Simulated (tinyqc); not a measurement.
Donor in an ellipsoidal valley (Kohn-Luttinger variational method): one step, computed by the program tinyqc. Command: `OMP_NUM_THREADS=1 python tinyqc.py 3016653 3016654 out.jsonl kohnlutt walk`. One thread of a shared host (Intel(R) Xeon(R) Processor @ 2.30GHz), about 0.04 s of CPU time with the checks.

H = -(d^2/dx^2 + d^2/dy^2) - gamma d^2/dz^2 - 2/r in units built on m_t, with gamma = m_t/m_l and z along the valley axis. One valley; no valley-orbit or central-cell term.

Question. Effective units. Ry* = Ry m_t/eps^2, a* = a_0 eps/m_t, gamma = m_t/m_l.

Inputs (values chosen for the exercise, for a model semiconductor): transverse mass m_t = 0.105 m_0; longitudinal mass m_l = 0.154 m_0; dielectric constant eps = 5.72.

Constants: Ry = 13.605693123 eV; a_0 = 0.529177210903 angstrom.

Give: Ry*; a*; gamma.

Answer.

Ry* = 43.663 meV

a* = 28.828 angstrom

gamma = 0.68182
